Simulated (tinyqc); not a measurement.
n-type polysilicon, carrier trapping at grain boundaries: one step of the calculation.

One-dimensional grains of size Lg, uniform ionised doping N, monovalent traps Qt at each boundary at a depth Et below (for electrons) or above (for holes) the band edge there, abrupt depletion of width W on each side of a boundary, Boltzmann statistics. xi is the distance from the band edge at the grain centre to the Fermi level. Trapped charge Qt/(1 + exp((xi + VB - Et)/Vt)) = 2 N W, barrier VB = q N W^2/(2 eps0 eps_r).

Question. New W. Partly depleted grain, xi = Vt ln(NB/N): f = 1/(1 + exp((xi + VB - Et)/Vt)), g = Qt f - 2 N W, g' = -2 Qt f (1 - f) VB/(W Vt) - 2 N, W(new) = W - g/g'.

Values chosen for this exercise; values of the order met in polycrystalline silicon: temperature T = 400 K; relative permittivity eps_r = 11.7; conduction-band density of states at T NB = 4.31e19 cm^-3; trap density of a grain boundary Qt = 5.6e11 cm^-2; depth of the trap level from the majority band edge at the boundary Et = 0.47 eV; doping N = 3.1e17 cm^-3.

Constants: q = 1.602176634e-19 C, kB = 1.380649e-23 J/K, Vt = kB T/q, eps0 = 8.8541878128e-14 F/cm where lengths are in cm. Results are converted to the units shown.

W at the start = 5.4 nm

Find: VB; f; g; g'; W after iteration 1.

Answer.

VB = 0.0069903 V
f = 0.99980
g = 2.2509e11 cm^-2
g' = -6.2009e10 cm^-2/nm
W after iteration 1 = 9.0299 nm

tinyqc, about 0.01 s, one thread, Intel Xeon 2.30GHz (shared host): `OMP_NUM_THREADS=1 python tinyqc.py 2830243 2830244 out.jsonl`
